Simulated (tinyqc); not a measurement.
Mobility against temperature: two scattering mechanisms together, and the Matthiessen rule.

Non-degenerate electrons. 1/tau(x) = x^(1/2)/tA + 1/(tI x^(3/2)), x = E/kT, with tA = ta (T/300)^(-3/2) and tI = ti (T/300)^(3/2) (the screening logarithm is held fixed). <tau> = integral x^(3/2) tau exp(-x) dx/Gamma(5/2); mu = <tau>/(mc m0/e), m0/e = 5.685630e-12 kg/C. Matthiessen: 1/mu = 1/muA + 1/muI with <tau>A = tA Gamma(2)/Gamma(5/2), <tau>I = tI Gamma(4)/Gamma(5/2).

Values chosen for the exercise (out of a larger set: masses near those of Ge; tau0 is set for a mobility of the usual size at this n, kL is a free input; freeze-out and phonon drag, which matter near 77 K, are left out; not measured data): ta = 62 fs (acoustic tau at E = kT and 300 K); ti = 30 fs (impurity tau at E = kT and 300 K); mc = 0.1196 m0 (conductivity mass).

rH = <tau^2>/<tau>^2. ta and ti are inputs of their own, not tied to tau0.

Mobilities (cm^2/(V s)):
```
T (K),acoustic,impurity,Matthiessen,exact,rH,Matthiessen/exact
40,1.41e+04,96.9,96.3,94.8,1.871,1.015
60,7.67e+03,178,174,166,1.763,1.048
80,4.98e+03,274,260,236,1.630,1.100
120,2.71e+03,504,425,344,1.396,1.233
160,1.76e+03,776,538,399,1.243,1.350
220,1.09e+03,1.25e+03,583,410,1.121,1.423
300,686,1.99e+03,510,368,1.054,1.385
550,276,4.94e+03,262,221,1.035,1.182
```

Give the missing row, T (K) = 400.

Computed row:
```
T (K)  acoustic  impurity  Matthiessen  exact     rH  Matthiessen/exact
400         445  3.07e+03          389    302  1.031              1.289
```

The exact mobility peaks at 220 K of those listed. The two mechanisms are equal between 160 and 220 K. The rule overestimates everywhere, most at 220 K (by 42 %), since impurities stop the slow electrons and phonons the fast ones. rH runs between 1.031 and 1.871; the pure limits are 1.178 and 1.933, and the mixture dips below both, since the opposite energy slopes of the two rates leave tau nearly constant. Optical and intervalley phonons, left out, lower real mobilities above about 150 K.

Computed by tinyqc, a small Python program: `OMP_NUM_THREADS=1 python tinyqc.py 1681202 1681203 out.jsonl` (the numbers bound the seed that draws the inputs); one thread of a shared host (Intel(R) Xeon(R) Processor @ 2.30GHz), about 0.01 s for the whole set of steps.
